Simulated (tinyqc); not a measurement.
# Planar metal-insulator-metal capacitor: capacitance, non-linearity, leakage and relaxation: two studies

A film between two metal electrodes, each interface adding a series capacitance ci. The small-signal permittivity is ek (1 + aq E^2); the field is found with the linear permittivity. Leakage J = J0 sinh(E/Ef). After a voltage step the film passes a relaxation current kr C V tt^(-nr), tt being the time in seconds.

Values chosen for this exercise; permittivity of the order of that of silicon nitride: relative permittivity of the film ek = 6.95; film thickness t = 7 nm; capacitance of each electrode interface (dead layer and screening) ci = 1000 uF/cm^2; quadratic field coefficient of the permittivity aq = 0.0012 cm^2/MV^2; bias V = 0.7 V; exponent of the relaxation current nr = 0.956; strength of the relaxation kr = 0.00075; leakage prefactor J0 = 2.1e-10 A/cm^2; field for an e-fold rise of the leakage Ef = 0.32 MV/cm; duration of the write pulse t0 = 2e-8 s.

Constants: eps0 = 8.8541878128e-14 F/cm where lengths are in cm. Results are converted to the units shown.

Each table varies one quantity; the others keep the values above.

## Capacitance, non-linearity and leakage against thickness

Planar film: Cf = eps0 ek/t, 1/C = 1/Cf + 2/ci, EOT = 3.9 eps0/C, effective permittivity C t/eps0, E = (V/t) C/Cf; quadratic coefficient [C(V)/C - 1]/V^2 with Cf (1 + aq E^2) in C(V).

Results:
```
t (nm)  C (uF/cm^2)  EOT (nm)  effective permittivity  E (MV/cm)  quadratic coefficient (ppm/V^2)  J (A/cm^2)
2.5           2.449     1.410                   6.916      2.786                          1.892e4    6.348e-7
3.7           1.658     2.083                   6.927      1.886                             8679    3.804e-8
5.5           1.116     3.093                   6.934      1.270                             3940    5.552e-9
8.2          0.7493     4.608                   6.940     0.8524                             1777    1.499e-9
12           0.5123     6.741                   6.943     0.5827                            830.8   6.317e-10
18           0.3416     10.11                   6.945     0.3886                            369.6   3.225e-10
27           0.2278     15.16                   6.947     0.2591                            164.4   1.893e-10
60           0.1025     33.68                   6.949     0.1166                            33.31   7.825e-11
```

Estimate the missing row, t = 40 nm.

Computed row:
```
t (nm)  C (uF/cm^2)  EOT (nm)  effective permittivity  E (MV/cm)  quadratic coefficient (ppm/V^2)  J (A/cm^2)
40           0.1538     22.45                   6.948     0.1749                            74.93   1.206e-10
```

With this row back in the table: C falls from 2.45 to 0.103 uF/cm^2 while the effective permittivity goes from 6.92 to 6.95 (ek = 6.95). EOT is a straight line in t with slope 3.9/ek = 0.561 and intercept 0.00691 nm. The quadratic coefficient goes as t^(-1.99) between the first two rows and t^(-2.00) between the last two (-2 without interfaces), and J falls by 3.91 decades. For t = 2.5, 3.7 direct tunnelling, left out, would add to the leakage.

## Charge lost after writing

Planar film: Cf = eps0 ek/t, 1/C = 1/Cf + 2/ci, EOT = 3.9 eps0/C, effective permittivity C t/eps0, E = (V/t) C/Cf. A capacitor written for t0 and then left open loses, as a share of C V, kr (tt^(1 - nr) - t0^(1 - nr))/(1 - nr) by relaxation and J tt/(C V) by leakage; both are taken as small, and rows far outside that range are left out.

The same in every row: leakage current (nA/cm^2) = 2.372.

Charge lost after writing:
```
tt (s)  relaxation current (nA/cm^2)  loss by relaxation (%)  loss by leakage (%)  total loss (%)
1e-6                         2.509e5                  0.1468             3.862e-7          0.1468
1e-5                         2.776e4                  0.2457             3.862e-6          0.2457
0.0001                          3072                  0.3552             3.862e-5          0.3553
0.001                          340.0                  0.4764             3.862e-4          0.4768
0.01                           37.62                  0.6105             0.003862          0.6144
0.1                            4.163                  0.7589              0.03862          0.7976
1                             0.4607                  0.9232               0.3862           1.309
10                           0.05098                   1.105                3.862           4.966
```

What does the table show?

The two currents are equal at tt = 0.180 s. The loss by relaxation grows from 0.147 to 1.10 %, by 0.0990 points over the first decade and 0.182 over the last, while the loss by leakage grows tenfold a decade. Leakage is the larger loss for tt = 10 s. For tt = 10 the falling voltage would already cut the leakage, so the linear estimate overstates the loss.

tinyqc, about 0.01 s, one thread, Intel Xeon 2.30GHz (shared host): `OMP_NUM_THREADS=1 python tinyqc.py 2102051 2102052 out.jsonl`
